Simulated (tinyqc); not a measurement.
MP2 on RHF in the sto-3g basis, for H6, spin multiplicity 1, step by step. One step of it, computed by the program tinyqc.

Problem. Orthogonalisation. S = U s U^T; canonical form X = U s^(-1/2), so that X^T S X = 1. Each column of U has its largest component positive (the first on a tie).

overlap S:
```
          1H 1s     2H 1s     3H 1s     4H 1s     5H 1s     6H 1s
1H 1s  1.000000  0.646804  0.109580  0.026998  0.001361  0.000164
2H 1s  0.646804  1.000000  0.343193  0.109580  0.008639  0.001361
3H 1s  0.109580  0.343193  1.000000  0.646804  0.109580  0.026998
4H 1s  0.026998  0.109580  0.646804  1.000000  0.343193  0.109580
5H 1s  0.001361  0.008639  0.109580  0.343193  1.000000  0.646804
6H 1s  0.000164  0.001361  0.026998  0.109580  0.646804  1.000000
```

Give: eigenvalues of S; X.

Solution.

eigenvalues of S: 0.225  0.315  0.440  1.259  1.679  2.082

X:
```
            1       2       3       4       5      6
1H 1s   0.555  -0.827  -0.662  -0.393   0.376  0.208
2H 1s  -0.809   0.922   0.487  -0.247   0.384  0.273
3H 1s   1.120  -0.229   0.679   0.426   0.091  0.350
4H 1s  -1.120  -0.229  -0.679   0.426  -0.091  0.350
5H 1s   0.809   0.922  -0.487  -0.247  -0.384  0.273
6H 1s  -0.555  -0.827   0.662  -0.393  -0.376  0.208
```
